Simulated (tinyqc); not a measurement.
Optical gain and spontaneous emission in a bulk direct-gap semiconductor, step by step. Values are carried at full precision from step to step, so a last printed digit may differ when a step is redone from the rounded ones.

F_j(eta) = (1/Gamma(j + 1)) integral_0^infinity x^j dx/(1 + exp(x - eta)), which tends to exp(eta) for eta << 0.

Quasi-Fermi levels: n = Nc F_1/2(Fc/kT) and p = Nv F_1/2(Fv/kT), Fc counted up from the conduction edge and Fv down from the valence edge; Nc, Nv from N = 2 (m kB T/(4 pi c))^(3/2) with c = hbar^2/2m0, in 1/angstrom^3; times 1e24 for 1/cm^3, with me and (mhh^(3/2) + mlh^(3/2))^(2/3).

Constants: hbar^2/2m0 = 3.80998211 eV angstrom^2; kB = 8.617333262e-05 eV/K; fine-structure constant alpha = 0.007297352564; hbar = 6.58211957e-16 eV s; hbar c = 1973.269805 eV angstrom.

Values chosen for the exercise (near those of InGaAs; the results hold for these values, not for the real material):

| symbol | value | unit | meaning |
|---|---|---|---|
| me | 0.0423 | m0 | electron mass |
| mhh | 0.455 | m0 | heavy-hole mass |
| mlh | 0.0516 | m0 | light-hole mass |
| n | 1.4e+18 | 1/cm^3 | injected density, n = p |
| T | 250 | K |  |
| Eg | 0.737 | eV | direct gap |
| Ep | 23.5 | eV | Kane energy |
| nr | 3.57 |  | refractive index |
| E | 0.766 | eV | photon energy |

## Quasi-Fermi levels

Solve for Fc and Fv.

kT = 0.021543 eV
Nc = 1.661e+17 1/cm^3
Nv = 6.083e+18 1/cm^3
Fc = 0.1041 eV
Fv = -0.0299 eV
Fc + Fv = 0.0742 eV

The separation of the quasi-Fermi levels exceeds the gap, so photons between Eg and Eg + (Fc + Fv) see gain. The quasi-Fermi level of the electrons lies inside the band, that of the holes in the gap.

## Absorption of the empty crystal

Parabolic bands, vertical transitions, no excitons. For each hole band j: mr = me mj/(me + mj); joint density of states J_j(E) = (mr/c)^(3/2) sqrt(E - Eg)/(2 pi^2), both spins, c = hbar^2/2m0; averaged matrix element |e.p|^2 = m0 Ep/6; alpha_j(E) = 4 pi^2 alpha_f c Ep J_j/(3 nr E) in 1/angstrom (alpha_f the fine-structure constant, listed as alpha among the constants), times 1e8 for 1/cm.

Evaluate at E for heavy and light holes.

mr, J and alpha of each hole band:

| hole | mr (m0) | J (1/(eV angstrom^3)) | alpha (1/cm) |
|---|---|---|---|
| heavy | 0.03870 | 8.833e-06 | 2777.0 |
| light | 0.02324 | 4.111e-06 | 1292.6 |

The heavy-hole band gives 68 % of the total, 4070 1/cm.

## Occupations and gain at E

For band j the electron sits at Ee = (E - Eg) mr/me above its edge and the hole at Eh = (E - Eg) mr/mj; fe = 1/(1 + exp((Ee - Fc)/kT)), fh = 1/(1 + exp((Eh - Fv)/kT)); gain g = sum_j alpha_j (fe + fh - 1).

Use mr and alpha from the table.

Energies, occupations and gain of each hole band:

| hole | Ee (eV) | Eh (eV) | fe | fh | g (1/cm) |
|---|---|---|---|---|---|
| heavy | 0.0265 | 0.0025 | 0.973 | 0.182 | 432 |
| light | 0.0159 | 0.0131 | 0.984 | 0.120 | 134 |

total gain = 565 1/cm

E - Eg = 0.0290 eV is below Fc + Fv = 0.0742 eV, so both bands give gain (Bernard-Duraffourg).

## Spontaneous emission

Spontaneous rate: R = integral of (nr E/(hbar c))^2/(pi^2 hbar) sum_j alpha_j fe fh dE, with alpha in 1/cm and (nr E/(hbar c))^2 in 1/cm^2 (1e16 per 1/angstrom^2); B = R/(n p); lifetime n/R.

Integrate over photon energy.

R = 2.58e+26 1/(cm^3 s)
B = 1.32e-10 cm^3/s
radiative lifetime = 5.43 ns

## Checks

- B at n = 1e13 1/cm^3 against the van Roosbroeck-Shockley value from alpha and ni^2 (cm^3/s): both 1.97e-10.

tinyqc: `OMP_NUM_THREADS=1 python tinyqc.py 1650349 1650350 out.jsonl`; about 0.08 s, one thread, shared Intel(R) Xeon(R) Processor @ 2.30GHz.
